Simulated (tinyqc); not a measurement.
Classical nucleation, growth and JMAK kinetics of crystallisation from a melt or glass: one step, computed by the program tinyqc.

A spherical nucleus cap on a flat wall with a sharp interface of isotropic energy gamma; lambda = Omega^(1/3) is the jump distance.

Problem. Steady nucleation rate. Driving force per volume: dG = H [(T_m - T)/T_m] [2 T/(T_m + T)]. Shape factor f = (2 + cos theta)(1 - cos theta)^2/4. W(r) = f [4 pi r^2 gamma - (4/3) pi r^3 dG]; r* = 2 gamma/dG; W* = f 16 pi gamma^3/(3 dG^2); n* = f (4/3) pi r*^3/Omega. D = D0 exp(-Q/(k_B T)); attachment rate k+ = (A*/lambda^2) D/lambda^2 with A* = 2 pi r*^2 (1 - cos theta); Zeldovich factor Z = sqrt(W*/(3 pi k_B T))/n*; sites per volume N = S_v/lambda^2; I = N Z k+ exp(-W*/(k_B T)); lag time = 1/(4 pi Z^2 k+).

Inputs (values chosen for the exercise, for a model substance): melting point T_m = 870 K; heat of melting per volume H = 490 J/cm^3; interface energy gamma = 0.0488 J/m^2; atomic volume Omega = 24.6 angstrom^3; temperature T = 650 K; diffusion prefactor D0 = 1.1e-05 m^2/s; activation energy Q = 1.41 eV; contact angle theta = 145 degrees; wall area per volume S_v = 6.6e+07 1/m.

Nucleation: on a flat wall. Driving force: Thompson-Spaepen.

Constants: k_B = 8.617333262e-05 eV/K; k_B = 1.380649e-23 J/K.

Give: diffusivity D; attachment rate k+; Zeldovich factor Z; sites N; nucleation rate I; lag time.

Solution.

diffusivity D = 1.2851e-16 m^2/s

attachment rate k+ = 1.7415e+05 1/s

Zeldovich factor Z = 0.010890

sites N = 7.8029e+26 1/m^3

nucleation rate I = 9.3958e+21 1/(m^3 s)

lag time = 0.0038531 s

Caution: homogeneous nucleation, left out here, would be as fast or faster: the wall offers too few sites or too small a cut in the barrier.
